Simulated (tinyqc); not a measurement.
# Vertical double-diffused power MOSFET, components of the on-resistance: On-resistance against the doping of the gap over the drift doping

Stripe cells of pitch Wp + a, two channels a cell. Current flows through the channels, spreads in the accumulation layer, passes the gap between the p bodies and spreads at 45 degrees into the drift layer below them. Low drain voltage, full ionisation.

Triangular field at breakdown with Ec = Kc N^(1/8): BV = eps0 eps_r Ec^2/(2 q N), so N = (eps0 eps_r Kc^2/(2 q BV))^(4/3); W = 2 BV/Ec; mu = mud (T/300 K)^(-bt); rho = 1/(q mu N); ideal resistance rho W. Pitch p = Wp + a, Cox = 3.9 eps0/tox; zero-bias depletion in the gap w0 = sqrt(2 eps0 eps_r Vbi/(q N Nj)), open gap g = a - 2 w0; R_ch = Lc p/(2 mch Cox Vov); R_acc = 0.6 a p/(4 mac Cox Vov), 0.6 being an empirical factor for current leaving the layer along its length; R_gap = (rho/Nj) xp p/g; spreading depth t = min(W, (p - g)/2); R_drift = (rho p/2) ln((g + 2 t)/g) + rho (W - t); R_on = the sum with Rs.

Parameters, values chosen for the exercise; bulk values close to those of silicon:
```
symbol,value,unit,meaning
T,450,K,temperature
eps_r,11.3,,relative permittivity
Kc,4060,V/cm per (cm^-3)^(1/8),critical-field constant
BV,30,V,rated breakdown voltage of the drift layer
mud,1210,cm^2/(V s),drift mobility at 300 K
bt,2.3,,temperature exponent of the drift mobility
tox,31,nm,gate oxide thickness (eps_r 3.9)
Vov,6,V,gate overdrive
mch,230,cm^2/(V s),channel mobility
mac,330,cm^2/(V s),accumulation-layer mobility
Lc,0.7,um,channel length
Wp,2.4,um,"width of the p body in one cell, channels included"
a,1.4,um,gap between neighbouring p bodies
xp,0.9,um,depth of the p body
Vbi,0.63,V,built-in voltage of the body junction
Rs,0.39,mohm cm^2,substrate and contact resistance
```

Constants: q = 1.602176634e-19 C, eps0 = 8.8541878128e-14 F/cm where lengths are in cm. Results are converted to the units shown.

The same in every row: R_ch (mohm cm^2) = 0.08652; R_acc (mohm cm^2) = 0.03618; ideal (mohm cm^2) = 0.08620.

Results:
```
Nj   R_gap (mohm cm^2)  R_drift (mohm cm^2)  R_on (mohm cm^2)  largest term
1               0.2164               0.1579            0.8871     substrate
1.5             0.1347               0.1519            0.7993     substrate
3              0.06197               0.1448            0.7195     substrate
5              0.03564               0.1413            0.6896     substrate
8              0.02163               0.1389            0.6732     substrate
12             0.01413               0.1373            0.6641     substrate
```

Estimate the missing row, Nj = 2.

Computed row:
```
Nj  R_gap (mohm cm^2)  R_drift (mohm cm^2)  R_on (mohm cm^2)  largest term
2             0.09716               0.1486            0.7584     substrate
```

With this row back in the table: R_on falls from 0.887 to 0.664 mohm cm^2. The substrate term is the largest at Nj = 1 and in all other rows. R_on is 10.3 times the ideal drift resistance in the first row and 7.70 times in the last.

Program tinyqc, `OMP_NUM_THREADS=1 python tinyqc.py 2230013 2230014 out.jsonl`; Intel Xeon 2.30GHz, shared host, one thread, about 0.01 s.
